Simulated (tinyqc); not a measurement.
## Trap density from two Hall measurements

Problem. p-type body, charge-sheet picture, full ionisation (an idealisation for deep acceptors), Boltzmann statistics for free electrons. e = Ec - EF at the surface. psi = Eg - Vt ln(Nv/Na) - e; N_dep = sqrt(2 eps0 eps_r Na (psi - Vt)/q); n_f = sqrt(N_dep^2 + 2 eps0 eps_r Vt Nc exp(-e/Vt)/q) - N_dep; Vg = Vfb + psi + q (N_dep + n_t + n_f)/Cox, Cox = eps0 eox/tox. Find e and n_t at both points and the mean trap density between them.

Values chosen for this exercise; band and dielectric values close to those of gallium nitride:
- T = 300 K (temperature)
- Eg = 3.41 eV (band gap)
- eps_r = 9.38 (relative permittivity)
- Nc = 2.29e18 cm^-3 (conduction-band density of states at T)
- Nv = 4.66e19 cm^-3 (valence-band density of states at T)
- eox = 3.9 (relative permittivity of the insulator)
- tox = 27 nm (insulator thickness)
- Na = 3.3e15 cm^-3 (acceptor density)
- Vfb = -3.03 V (flat-band voltage without trapped charge)

Constants: q = 1.602176634e-19 C, kB = 1.380649e-23 J/K, Vt = kB T/q, eps0 = 8.8541878128e-14 F/cm where lengths are in cm. Results are converted to the units shown.

Vg (V): [3.8637964, 5.8396788]
free sheet density from the Hall effect (cm^-2): [3.7607347e10, 3.3452199e11]

Solution. Each n_f fixes e; what the gate voltage holds beyond psi, N_dep and n_f is trapped; the difference quotient is the density, smeared over a few Vt.

e (eV): [0.0820, 0.0160]
n_t (cm^-2): [2.68e12, 3.91e12]
mean trap density = 1.85e13 cm^-2 eV^-1

tinyqc, about 0.04 s, one thread, Intel Xeon 2.30GHz (shared host): `OMP_NUM_THREADS=1 python tinyqc.py 2222034 2222035 out.jsonl`
